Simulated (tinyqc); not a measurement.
# Worked calculation: strained Delta valleys, repopulation and conductivity mass

Program tinyqc, `OMP_NUM_THREADS=1 python tinyqc.py 2530032 2530033 out.jsonl`; Intel Xeon 2.30GHz, shared host, one thread, about 0.01 s. Printed values are rounded.

A cubic crystal with three pairs of conduction valleys along x, y and z under uniaxial stress X along [110] (X > 0 is tension); current along [110]. Non-degenerate electrons, fixed total density, one relaxation time for all valleys and stresses, masses unchanged by strain, so the mobility goes as the mean inverse mass.

Values chosen for this exercise; values close to those of silicon:
- T = 300 K (temperature)
- s11 = 7.65 1/TPa (compliance)
- s12 = -2.14 1/TPa (compliance)
- s44 = 12.8 1/TPa (compliance)
- Xu = 9.22 eV (shear deformation potential)
- ml = 0.946 m0 (longitudinal mass)
- mt = 0.187 m0 (transverse mass)
- X = 480 MPa (uniaxial stress (tension positive))

Constants: q = 1.602176634e-19 C, kB = 1.380649e-23 J/K, Vt = kB T/q. Results are converted to the units shown.

Range of the model: Shear strain also changes the transverse masses of these valleys, which is left out.

## Strain tensor

Stress s_ij = X a_i a_j with a the unit vector along [110]; strain e_ii = s11 s_ii + s12 (s_jj + s_kk), e_ij = s44 s_ij/2.

strain (%):

|  | x | y | z |
|---|---|---|---|
| x | 0.1322400 | 0.1536000 | 0.0000000 |
| y | 0.1536000 | 0.1322400 | 0.0000000 |
| z | 0.0000000 | 0.0000000 | -0.1027200 |

## Valley shifts and shares

Valley shift dE = Xu (n.e.n - trace(e)/3) with n the valley axis; share f proportional to exp(-dE/Vt).

| valley | dE (meV) | share f |
|---|---|---|
| x | 7.22110 | 0.2319282 |
| y | 7.22110 | 0.2319282 |
| z | -14.44221 | 0.5361436 |

The splitting is 21.7 meV, 0.84 Vt.

## Conductivity mass and mobility

Inverse mass along the current d = [110]: (n.d)^2/ml + (1 - (n.d)^2)/mt; mu/mu0 = sum f (1/m) over the plain mean of 1/m.

1/m along d, valley x to z (1/m0): [3.202338, 3.202338, 5.347594]
conductivity mass = 0.2297529 m0
unstrained value = 0.2552698 m0
mu/mu0 = 1.111063

The possible range, all electrons in one kind of valley, is 0.817 to 1.37.
